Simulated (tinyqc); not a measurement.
# Worked calculation: energy and delay of logic against supply voltage

Numbers from tinyqc (`OMP_NUM_THREADS=1 python tinyqc.py 2082171 2082172 out.jsonl`; about 0.01 s on one thread of a shared Intel Xeon 2.30GHz). Printed values are rounded.

One expression serves below and above threshold: I(Vg) = Ik [ln(1 + exp((Vg - VT + dd V)/(al nf Vt)))]^al, with I_on = I(V) and I_off = I(0). Gate delay td = kd C V/I_on, clock period LD td. Per gate and cycle the switching energy is act C V^2 and the leakage energy I_off V LD td. No short-circuit current, no variation. Minima are sought above 0.09 V; below a few Vt gates no longer switch and the model has no meaning.

Parameters, values chosen for the exercise; values of the order met in logic technologies:

| symbol | value | unit | meaning |
|---|---|---|---|
| T | 330 | K | temperature |
| VT | 0.27 | V | threshold voltage at zero drain bias |
| nf | 1.42 |  | slope factor |
| dd | 0.08 |  | barrier lowering per volt of supply |
| Ik | 1.4 | uA | specific current of a gate |
| al | 1.79 |  | exponent of the current law |
| C | 1.4 | fF | load capacitance of a gate |
| kd | 0.8 |  | delay factor |
| LD | 12 |  | logic depth |
| act | 0.02 |  | activity factor |
| V | 0.93 | V | supply voltage |

Constants: q = 1.602176634e-19 C, kB = 1.380649e-23 J/K, Vt = kB T/q. Results are converted to the units shown.

## Currents, delay and energies

I_on, I_off, td, clock frequency 1/(LD td), both energies and their sum.

I_on = 88.81575 uA
I_off = 10.40368 nA
td = 11.72765 ps
clock frequency = 7.105715 GHz
switching energy = 24.21720 aJ
leakage energy = 1.361640 aJ
energy = 25.57884 aJ

I_on/I_off = 8540; leakage makes up 5.32 % of the energy.

## Starting value

V = 0.34 V.

V at the start = 0.34 V

## Iteration 1: new V

Minimum-energy supply: E(V) is the energy per gate and cycle; with h = 0.001 V, E' = (E(V + h) - E(V - h))/(2 h), E'' = (E(V - h) - 2 E(V) + E(V + h))/h^2, V(new) = V - E'/E''.

E' = 9.848204 aJ/V
E'' = 176.7961 aJ/V^2
V after iteration 1 = 0.2842963 V

## Iteration 2: new V

As before.

E' = -3.322448 aJ/V
E'' = 311.2861 aJ/V^2
V after iteration 2 = 0.2949696 V

## Course of the iteration

Stop when the step is below 1e-9 V, or after 40 iterations.

Course of the iteration:
```
iteration  V before the step (V)  step (V)
1                           0.34   -0.0557
2                      0.2842963    0.0107
3                      0.2949696   6.46e-4
4                      0.2956156   2.20e-6
5                      0.2956178  4.09e-12
```

Converged in 5 iterations. There leakage makes up 47.2 % of the energy and the clock runs at 412 MHz.
